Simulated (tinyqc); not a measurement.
Effect of surface-potential fluctuations.

The band bending varies over the area as a Gaussian of deviation ss (in units of Vt), so Gp/w = q Dit times the Gaussian mean of ln(1 + y^2)/(2 y), y = x exp(-u), u of deviation ss, x = w tau at the mean bending. Listed: the x of the peak, its height over q Dit, the Dit that the rule Gp/w = 0.40237 q Dit would give, and Gp/w at five times the peak frequency over the peak.

Values chosen for this exercise:
- Dit = 9.8e10 cm^-2 eV^-1 (interface trap density)

Constants: q = 1.602176634e-19 C. Results are converted to the units shown.

Results:
```
ss	x at the peak	height/(q Dit)	peak Gp/w (nF/cm^2)	apparent Dit (cm^-2 eV^-1)	ratio at 5 f_peak
0	1.980	0.4024	6.318	9.800e10	0.5767
0.5	2.075	0.3766	5.912	9.171e10	0.6096
1	2.222	0.3259	5.117	7.937e10	0.6883
1.5	2.340	0.2772	4.352	6.751e10	0.7665
2.5	2.489	0.2050	3.220	4.994e10	0.8679
3	2.535	0.1797	2.821	4.376e10	0.8976
3.5	2.569	0.1593	2.502	3.880e10	0.9189
```

Estimate the missing row, ss = 2.

Computed row:
```
ss	x at the peak	height/(q Dit)	peak Gp/w (nF/cm^2)	apparent Dit (cm^-2 eV^-1)	ratio at 5 f_peak
2	2.426	0.2370	3.721	5.772e10	0.8258
```

With this row back in the table: The height falls from 0.402 to 0.159 and the ratio at five times the peak frequency rises from 0.577 to 0.919: the peak grows lower and wider, as patches with different time constants add. The uncorrected rule understates Dit by a factor of 2.53 in the last row; the width ratio gives ss and so the correction.

Program tinyqc, `OMP_NUM_THREADS=1 python tinyqc.py 2030113 2030114 out.jsonl`; Intel Xeon 2.30GHz, shared host, one thread, about 0.02 s.
